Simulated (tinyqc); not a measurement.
Deal-Grove kinetics of thermal oxidation of silicon: one step, computed by the program tinyqc. Command: `OMP_NUM_THREADS=1 python tinyqc.py 3018344 3018345 out.jsonl oxide walk`. One thread of a shared host (Intel(R) Xeon(R) Processor @ 2.30GHz), about 0.06 s of CPU time with the checks.

Oxidant diffuses through the oxide and reacts at the interface, so that dx/dt = B/(A + 2x) for the oxide thickness x.

Problem. Thickness after the oxidation. tau = (x_i^2 + A x_i)/B and x = (A/2) [sqrt(1 + 4 B (t + tau)/A^2) - 1], the root of x^2 + A x = B (t + tau). Silicon consumed is 0.44 times the oxide grown; the rate is B/(A + 2x).

Inputs (values chosen for the exercise, close to those used for silicon): temperature T = 850 C; initial oxide x_i = 0.025 um; time t = 9 h.

Ambient: dry oxygen. Surface: (100).

length A = 0.9224430 um

parabolic constant B = 0.002713856 um^2/h

Give: tau; oxide thickness x; silicon consumed; final growth rate.

Solution.

tau = 8.728 h

oxide thickness x = 0.04950 um

silicon consumed = 0.01078 um

final growth rate = 0.002657 um/h

2x/A = 0.107: the interface reaction limits the rate.
